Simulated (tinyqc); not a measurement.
# Worked calculation: reverse leakage of an n+-p junction: diffusion, generation, trap-assisted and band-to-band tunnelling

Numbers from tinyqc (`OMP_NUM_THREADS=1 python tinyqc.py 2290071 2290072 out.jsonl`; about 0.01 s on one thread of a shared Intel Xeon 2.30GHz). Printed values are rounded; ~0 in a residual or rate marks an entry under 1e-11 of the largest of its column.

One-sided abrupt junction in the depletion approximation, x from the junction (0) to W on the p side, field F = F0 (1 - x/W). Flat quasi-Fermi levels, long p side. Traps generate through SRH with both lifetimes shortened by 1 + Gamma (Hurkx enhancement, form for moderate fields); band-to-band generation is local and needs a total bending above Eg.

Values chosen for this exercise; band and dielectric values close to those of silicon:

| symbol | value | unit | meaning |
|---|---|---|---|
| T | 400 | K | temperature |
| Eg | 1.1 | eV | band gap |
| eps_r | 11.8 |  | relative permittivity |
| Nc | 4.26e19 | cm^-3 | conduction-band density of states at T |
| Nv | 4.1e19 | cm^-3 | valence-band density of states at T |
| Na | 2.8e17 | cm^-3 | acceptor density of the lighter side |
| Nd | 5e19 | cm^-3 | donor density of the heavier side |
| tau | 4e-8 | s | SRH lifetime of both carriers at zero field |
| Et | 0 | eV | trap level above the intrinsic level |
| mt | 0.27 | m0 | tunnelling mass |
| Dn | 7.7 | cm^2/s | electron diffusion coefficient on the lighter side |
| Ab | 3.3e14 | cm^-0.5 V^-2.5 s^-1 | band-to-band prefactor |
| Bb | 1.84e7 | V/cm | band-to-band field constant |
| VR | 2.7 | V | reverse bias |

Constants: q = 1.602176634e-19 C, kB = 1.380649e-23 J/K, hbar = 1.054571817e-34 J s, m0 = 9.1093837015e-31 kg, Vt = kB T/q, eps0 = 8.8541878128e-14 F/cm where lengths are in cm. Results are converted to the units shown.

Range of the model: The n+ side is degenerate, so Vbi from Boltzmann statistics is only a guide.

## Field, scales and diffusion current

ni = sqrt(Nc Nv) exp(-Eg/(2 Vt)), Eg in volts; Vbi = Vt ln(Na Nd/ni^2); W = sqrt(2 eps0 eps_r (Vbi + VR)/(q Na)); F0 = 2 (Vbi + VR)/W; FG = sqrt(24 mt m0 (kB T)^3)/(q hbar); J_diff = q ni^2 sqrt(Dn/tau)(1 - exp(-VR/Vt))/Na.

ni = 4.91362e12 cm^-3
Vbi = 0.933638 V
W = 130.097 nm
F0 = 558.605 kV/cm
FG = 590.147 kV/cm
J_diff = 1.91678e-7 A/cm^2

## Generation rates across the layer

u = (Vbi + VR)(1 - x/W)^2, p = Na exp(-u/Vt), n = Nd exp((u - Vbi - VR)/Vt); G0 = ni^2 (1 - exp(-VR/Vt))/(tau (n + p + 2 ni cosh(Et/Vt))); Gamma = 2 sqrt(3 pi)(F/FG) exp((F/FG)^2); trap-assisted part G0 Gamma; G_bb = Ab F^2.5 exp(-Bb/F) with F in V/cm, zero unless Vbi + VR > Eg. 13 equal steps.

```
point,x (nm),F (kV/cm),Gamma,G0 (cm^-3 s^-1),G0 Gamma (cm^-3 s^-1),G_bb (cm^-3 s^-1)
0,0.000,558.605,14.2371,1.20718e13,1.71868e14,3.81031e14
1,10.007,515.635,11.5106,3.30364e19,3.80269e20,2.00422e13
2,20.015,472.666,9.34013,6.14202e19,5.73673e20,6.28951e11
3,30.022,429.696,7.59643,6.14203e19,4.66575e20,1.01043e10
4,40.030,386.726,6.18167,6.14203e19,3.79680e20,6.66484e7
5,50.037,343.757,5.02125,6.14203e19,3.08407e20,1.29719e5
6,60.045,300.787,4.05773,6.14203e19,2.49227e20,~0
7,70.052,257.818,3.24642,6.14200e19,1.99395e20,~0
8,80.060,214.848,2.55210,6.11262e19,1.56000e20,~0
9,90.067,171.878,1.94655,2.64819e19,5.15484e19,~0
10,100.075,128.909,1.40673,5.85479e17,8.23609e17,~0
11,110.082,85.939,0.913285,2.61213e16,2.38562e16,~0
12,120.089,42.970,0.449437,4.02212e15,1.80769e15,~0
13,130.097,0.000,0,2.15561e15,0,0
```

## Current components

Each current is q times the trapezoid sum of its rate; J adds J_diff; J_bb under 1e-8 of the sum is given as 0.

J_SRH = 7.85303e-5 A/cm^2
J_TAT = 4.43432e-4 A/cm^2
J_bb = 3.38627e-11 A/cm^2
J = 5.22154e-4 A/cm^2

A fine grid gives J = 5.177e-4 A/cm^2; the coarse sum is 0.85 % above it. On the fine grid the largest part is trap-assisted tunnelling (84.8 %). The simple estimate q ni W/(2 tau cosh(Et/Vt)) is 63 % above the fine-grid J_SRH of 7.850e-5 A/cm^2, since near both edges n or p is large enough to quench generation.
